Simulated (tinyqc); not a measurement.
# From one set of inputs to another, one input at a time

Model: strain-driven roughening and islands of a mismatched epitaxial film. Computed by tinyqc, a small Python program. Command: `OMP_NUM_THREADS=1 python tinyqc.py 3028580 3028581 out.jsonl island ladder`. One thread of a shared host (Intel(R) Xeon(R) Processor @ 2.30GHz), about 0.01 s of CPU time with the checks.

Film and substrate share isotropic elastic constants; the film is coherent and biaxially strained.

The inputs printed are set A. Set A is modelled on Ge on Si; the values taken over come from a set modelled on InAs on GaAs. Inputs not listed in the table keep their values of set A, so the rows need not describe a real material.

Inputs (values chosen for the exercise, modelled on Ge on Si): misfit |f| = 0.0406; shear modulus G = 51.5 GPa; Poisson ratio nu = 0.24; surface energy gamma = 1.04 J/m^2; contact angle of the shallow shape theta_1 = 8.59 degrees; contact angle of the steep shape theta_2 = 26 degrees; facet energy of shape 1 over gamma = 1.003; facet energy of shape 2 over gamma = 1.047; wetting energy gamma_s - gamma = 0.25 J/m^2; decay length of wetting delta = 0.43 nm; surface mobility D_s nu_s Omega^2/(k_B T) = 1.5e-33 m^6/(J s); island volume V = 11000 nm^3.

Transport: surface diffusion.

Constants: e = 1.602176634e-19 C.

Method:
- M = 2 G (1 + nu)/(1 - nu); stress = M f; energy density w = M f^2.
- A ripple A cos(k x) has the surface chemical potential per volume [gamma k^2 - 2 (1 + nu) w k] A cos(k x), so k_c = 2 (1 + nu) w/gamma. With surface diffusion the amplitude grows at the rate q = B k^2 [2 (1 + nu) w k - gamma k^2], fastest at k_m = (3/4) k_c. B is the surface mobility.
- The surface energy depends on thickness as gamma + (gamma_s - gamma) exp(-h/delta). Its curvature adds W2 = (gamma_s - gamma) exp(-h/delta)/delta^2 to the restoring terms; the flat film is stable while W2 > (1 + nu)^2 w^2/gamma, which gives h_c = delta ln[(gamma_s - gamma) gamma/(delta^2 (1 + nu)^2 w^2)], or 0 if negative.
- Shallow faceted island (Tersoff form): E = 4 Gam V^(2/3) tan^(1/3)(theta) - 6 c V tan(theta), Gam = gamma [x/sin(theta) - 1/tan(theta)], x the facet energy over gamma, c = stress^2 (1 - nu)/(2 pi G).
- The barrier is the maximum of E, at V_c = [4 Gam/(9 c)]^3 / tan^2(theta) (1 GPa nm = 1 J/m^2).
- The two energies cross at V_x^(1/3) = 4 [Gam_2 t2^(1/3) - Gam_1 t1^(1/3)]/(6 c (t2 - t1)), t = tan(theta); mu = dE/dV.

Each row keeps all changes above it:
```
input moved                                               from       to  growth time 1/q at k_m (s)  wetting-layer thickness h_c (nm)  crossing volume V_x (nm^3)
set A                                                        -        -                  3.1922e-02                            1.0656                       66.80
contact angle of the shallow shape theta_1 (degrees)      8.59     13.3                  3.1922e-02                            1.0656                      103.29
Poisson ratio nu                                          0.24      0.3                  1.5742e-02                            0.9136                       60.78
shear modulus G (GPa)                                     51.5     29.4                  1.4822e-01                            1.3957                      326.72
facet energy of shape 2 over gamma                       1.047    1.041                  1.4822e-01                            1.3957                      273.16
decay length of wetting delta (nm)                        0.43     0.16                  1.4822e-01                            0.8357                      273.16
contact angle of the steep shape theta_2 (degrees)          26     31.3                  1.4822e-01                            0.8357                      176.72
surface mobility D_s nu_s Omega^2/(k_B T) (m^6/(J s))  1.5e-33  4.3e-35                  5.1703e+00                            0.8357                      176.72
```

Where does the difference come from?

Growth time 1/q at k_m goes from 0.0319 to 5.17, a factor 162 in all. The largest single move comes from surface mobility D_s nu_s Omega^2/(k_B T) (a factor 34.9), and Poisson ratio nu works against it (a factor 0.493). Wetting-layer thickness h_c goes from 1.07 to 0.836, a factor 0.784 in all. The largest single move comes from decay length of wetting delta (a factor 0.599), and shear modulus G works against it (a factor 1.53). Crossing volume V_x goes from 66.8 to 177, a factor 2.65 in all. The largest single move comes from shear modulus G (a factor 5.38), and Poisson ratio nu works against it (a factor 0.588). The single moves hold for this order of the switches; the total does not depend on the order.

Caution (rows set A, contact angle of the shallow shape theta_1, Poisson ratio nu): a critical island of a few cubic nanometres holds a few hundred atoms at most, and edge energies, left out here, matter. Caution (all rows): the shallow-slope form overstates the relaxation of facets steeper than about 25 degrees. Caution (rows Poisson ratio nu): a wavelength of a few nanometres is at the limit of continuum theory, where steps and facets rule.

Extremes, crossings and ranges named in words are read from the listed rows.
